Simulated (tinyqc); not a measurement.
On-chip interconnect, size-dependent resistivity and RC delay: two steps of the calculation.

A rectangular line between two neighbours and two ground planes. Surface and grain-boundary scattering are added to the bulk resistivity as corrections; capacitances are parallel-plate values without fringing; inductance is ignored.

Values chosen for this exercise; metal values close to those of tungsten: bulk resistivity rho0 = 5.36 uohm cm; bulk mean free path lam = 15.3 nm; specular share of surface scattering ps = 0.1; reflection coefficient of grain boundaries Rg = 0.32; grain size over the metal width gr = 2; drawn line width wd = 110 nm; aspect ratio, height over width AR = 2.2; liner on both walls and the bottom, not conducting tl = 0.9 nm; space to the neighbouring lines sp = 160 nm; dielectric height to the planes above and below hd = 220 nm; relative permittivity of the dielectric ek = 3; Miller factor of the neighbours Mf = 1; line length Lw = 12 um; driver resistance Rd = 560 ohm; load capacitance Cl = 0.091 fF.

Constants: eps0 = 8.8541878128e-12 F/m. Results are converted to the units shown.

Task 1. Resistivity, resistance and capacitance per length. Metal width x = wd - 2 tl, height y = AR wd - tl; grain boundaries (Mayadas-Shatzkes): al = (lam/(gr x)) Rg/(1 - Rg), g = 1/[1 - 3 al/2 + 3 al^2 - 3 al^3 ln(1 + 1/al)] - 1; surfaces (Fuchs-Sondheimer, thick limit): s = (3/8) lam (1 - ps)(1/x + 1/y); rho = rho0 (1 + g + s); r = rho/(x y); c = eps0 ek (2 wd/hd + 2 Mf AR wd/sp).

Wanted: x; y; al; g; s; rho; r; c.

Result 1.

x = 108.2 nm
y = 241.1 nm
al = 0.03327
g = 0.04928
s = 0.06914
rho = 5.995 uohm cm
r = 2.298 ohm/um
c = 0.1069 fF/um

Task 2. Ladder and Elmore delays. 5 equal pi sections: series Rs = r Lw/5; node capacitances c Lw/5, halved at nodes 0 and 5, with Cl added to node 5; Rd feeds node 0. Elmore delay of node k: the sum, over the resistors on the path to k, of resistance times all capacitance downstream of it.

r = 2.2979794 ohm/um
c = 0.10691432 fF/um

Give: Rs; C; Elmore delay.

Result 2.

Rs = 5.5152 ohm

```
node   C (fF)  Elmore delay (ps)
0     0.12830            0.76942
1     0.25659            0.77629
2     0.25659            0.78175
3     0.25659            0.78579
4     0.25659            0.78841
5     0.21930            0.78962
```

The far-end value equals Rd (c Lw + Cl) + r Lw (c Lw/2 + Cl) for any number of pi sections; the line resistance contributes 2.56 % of it.

tinyqc, about 0.01 s, one thread, Intel Xeon 2.30GHz (shared host): `OMP_NUM_THREADS=1 python tinyqc.py 2100082 2100083 out.jsonl`
